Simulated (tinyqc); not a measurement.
Empirical pseudopotential in a few plane waves, step by step. One step of it, computed by the program tinyqc.

Question. Levels at k. Diagonalise the Hermitian matrix.

H(k) at k (eV), lower triangle (Hermitian):
```
                     +0+0+0               -1-1-1               -1-1+1               -1+1-1
+0+0+0             0.383233
-1-1-1   2.347445-0.586861i            17.907536
-1-1+1  -2.347445-0.586861i   0.000000+0.829947i            14.190260
-1+1-1  -2.347445-0.586861i   0.000000+0.829947i             0.258508            14.544286
-1+1+1  -2.347445+0.586861i            -0.258508   0.000000+0.829947i   0.000000+0.829947i
+1-1-1  -2.347445-0.586861i   0.000000+0.829947i             0.258508             0.258508
+1-1+1  -2.347445+0.586861i            -0.258508   0.000000+0.829947i             0.000000
+1+1-1  -2.347445+0.586861i            -0.258508             0.000000   0.000000+0.829947i
+1+1+1   2.347445+0.586861i             0.000000            -0.258508            -0.258508
-2+0+0   0.000000-0.829947i  -2.347445+0.586861i  -2.347445-0.586861i  -2.347445-0.586861i
+0-2+0   0.000000-0.829947i  -2.347445+0.586861i  -2.347445-0.586861i   0.663827-0.279000i
+0+0-2   0.000000-0.829947i  -2.347445+0.586861i   0.663827-0.279000i  -2.347445-0.586861i
+0+0+2   0.000000+0.829947i  -0.663827-0.279000i   2.347445+0.586861i  -0.663827+0.279000i
+0+2+0   0.000000+0.829947i  -0.663827-0.279000i  -0.663827+0.279000i   2.347445+0.586861i
+2+0+0   0.000000+0.829947i  -0.663827-0.279000i  -0.663827+0.279000i  -0.663827+0.279000i

                     -1+1+1               +1-1-1               +1-1+1               +1+1-1
-1+1+1            10.827010
+1-1-1             0.000000            16.491431
+1-1+1             0.258508   0.000000+0.829947i            12.774154
+1+1-1             0.258508   0.000000+0.829947i             0.258508            13.128181
+1+1+1   0.000000+0.829947i            -0.258508   0.000000+0.829947i   0.000000+0.829947i
-2+0+0   2.347445-0.586861i   0.663827-0.279000i  -0.663827-0.279000i  -0.663827-0.279000i
+0-2+0  -0.663827-0.279000i  -2.347445-0.586861i   2.347445-0.586861i  -0.663827-0.279000i
+0+0-2  -0.663827-0.279000i  -2.347445-0.586861i  -0.663827-0.279000i   2.347445-0.586861i
+0+0+2  -2.347445+0.586861i  -0.663827+0.279000i  -2.347445+0.586861i   0.663827+0.279000i
+0+2+0  -2.347445+0.586861i  -0.663827+0.279000i   0.663827+0.279000i  -2.347445+0.586861i
+2+0+0   0.663827+0.279000i   2.347445+0.586861i  -2.347445+0.586861i  -2.347445+0.586861i

                     +1+1+1     -2+0+0     +0-2+0     +0+0-2
+1+1+1             9.410904
-2+0+0  -0.663827+0.279000i  19.500654
+0-2+0  -0.663827+0.279000i   0.258508  21.447799
+0+0-2  -0.663827+0.279000i   0.258508   0.258508  21.801825
+0+0+2  -2.347445-0.586861i  -0.258508  -0.258508   0.000000
+0+2+0  -2.347445-0.586861i  -0.258508   0.000000  -0.258508
+2+0+0  -2.347445-0.586861i   0.000000  -0.258508  -0.258508

           +0+0+2     +0+2+0     +2+0+0
+0+0+2  14.367273
+0+2+0   0.258508  14.721299
+2+0+0   0.258508   0.258508  16.668444
```

Give: eigenvalues.

Answer.

eigenvalues (eV): -3.449  6.622  8.203  8.516  11.562  13.390  13.635  14.227  16.631  17.151  18.913  20.480  22.786  23.675  25.822
